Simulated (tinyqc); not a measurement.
Worked calculation: spin coating of a resist or spin-on film: centrifugal thinning, evaporation and the final thickness (Emslie and Meyerhofer models). Computed by tinyqc, a small Python program that keeps every step. Command: `OMP_NUM_THREADS=1 python tinyqc.py 3111341 3111342 out.jsonl spincoat walk`. One thread of a shared host (Intel(R) Xeon(R) Processor @ 2.30GHz), about 0.07 s of CPU time with the checks. Intermediate numbers are printed to about 6 digits and carried at full precision; extremes and crossings named in words are read from the listed rows.

A Newtonian film stays uniform over the wafer; solvent and solids have the same density and the concentration is uniform through the thickness.

Inputs (values chosen for the exercise, of the order of those of a polymer resist in an ester solvent):
```
quantity                                 value          unit
solids volume fraction c0                 0.29             -
kinematic viscosity of the solvent nu_s    1.9        mm^2/s
viscosity constant k                      4200        mm^2/s
viscosity exponent gamma                   2.9             -
spin speed f                              2500           rpm
evaporation rate at 1000 rpm e0           0.16  micrometre/s
starting thickness h0                      200    micrometre
time t                                     1.1             s
wafer radius R                              50            mm
shrinkage in the bake                       11             %
```

## Rates

omega = 2 pi f/60; nu(c) = nu_s + k c^gamma; evaporation rate e = e0 sqrt(f/1000 rpm). Flow constant K = 2 omega^2/(3 nu(c0)); Reynolds number of the air omega R^2/nu_air with nu_air = 15 mm^2/s.

omega = 261.799 1/s

nu(c0) = 117.832 mm^2/s

evaporation rate e = 0.252982 micrometre/s

flow constant K = 3.87777e-04 1/(micrometre^2 s)

Reynolds number of the air = 43633.2

## Thinning without evaporation

dh/dt = -K h^3 gives h = h0/sqrt(1 + 2 K h0^2 t); for long times h = 1/sqrt(2 K t).

h(t) without evaporation = 33.7462 micrometre

long-time form = 34.2371 micrometre

time 1/(2 K h0^2) = 0.0322350 s

The long-time form is within 1.5 %: the starting thickness is forgotten.

## The two-stage estimate

Meyerhofer estimate: flow rules until (1 - c0) K h^3 = e, then evaporation alone: h_w = (e/((1 - c0) K))^(1/3), dry film c0 h_w.

wet thickness h_w = 9.72187 micrometre

dry film, estimate = 2819.34 nm

drying time (1 - c0) h_w/e = 27.2846 s

## First explicit step of the full model

Solids s and liquid l per area start at s = c0 h0, l = (1 - c0) h0. With h = h0 and c = c0: Q = K h^3, K = 2 omega^2/(3 nu); one Euler step of length dt = 0.01 h0/Q for s and l, ds/dt = -c Q, dl/dt = -(1 - c) Q - e.

Q = 3102.22 micrometre/s

dt = 6.44700e-04 s

s = 57.42 micrometre

l = 140.580 micrometre

Q/e at the start = 12262.6

## The full model

Full model for solids s and liquid l per area, h = s + l, c = s/h: ds/dt = -c Q, dl/dt = -(1 - c) Q - e, Q = 2 omega^2 h^3/(3 nu(c)); integrated adaptively (relative tolerance 1e-9) until l = 0. Dry film = s at l = 0, before the bake; film after the bake = s x (1 - shrinkage).

time to dry = 35.3453 s

dry film = 3146.15 nm

film after the bake = 2800.07 nm

## Course in time

Times are fractions of the time to dry.

History:
```
fraction    t (s)  h (micrometre)         c  nu (mm^2/s)          Q/e   s (nm)
0.003      0.1060         96.5634  0.290062       117.90  1.37932e+03  28009.4
0.010      0.3535         57.8157  0.290319       118.20  2.95304e+02  16785.0
0.030      1.0604         34.3458  0.291552       119.64  6.11642e+01  10013.6
0.100      3.5345         18.9848  0.299320       128.97  9.58269e+00   5682.5
0.200      7.0691         13.3830  0.317024       152.01  2.84797e+00   4242.7
0.350     12.3708          9.9082  0.356808       213.40  8.23268e-01   3535.3
0.500     17.6726          7.9017  0.415504       330.84  2.69338e-01   3283.2
0.700     24.7417          5.8714  0.540381       706.72  5.17290e-02   3172.8
0.900     31.8107          4.0431  0.778741      2035.61  5.86434e-03   3148.6
```

Q/e drops below 1 between t = 7.1 and 12 s, when c has risen from 0.29 to about 0.357; after that row the solids fall by a further 11 %. The full model gives 1.12 times the two-stage estimate.

## Spin curve

The formulas are those given above.

Dry film against speed:
```
f (rpm)  full model (nm)  estimate (nm)  time to dry (s)
500              7031.20        6304.24          176.053
1000             4973.72        4457.77           88.238
1500             4061.41        3639.75           58.872
2000             3517.43        3152.12           44.171
3000             2872.07        2573.69           29.459
4000             2487.32        2228.89           22.099
6000             2030.91        1819.88           14.735
```

The full thickness goes as f^-0.500; the estimate as (e/omega^2)^(1/3) = f^(-1/2). The time to dry goes as f^-1.00. A thickness window of 1 % allows a speed error of about 2 %.

Checks made by the program: constant-viscosity run against c0 h0 exp(-int K h^2 dt) (relative difference 7e-06).
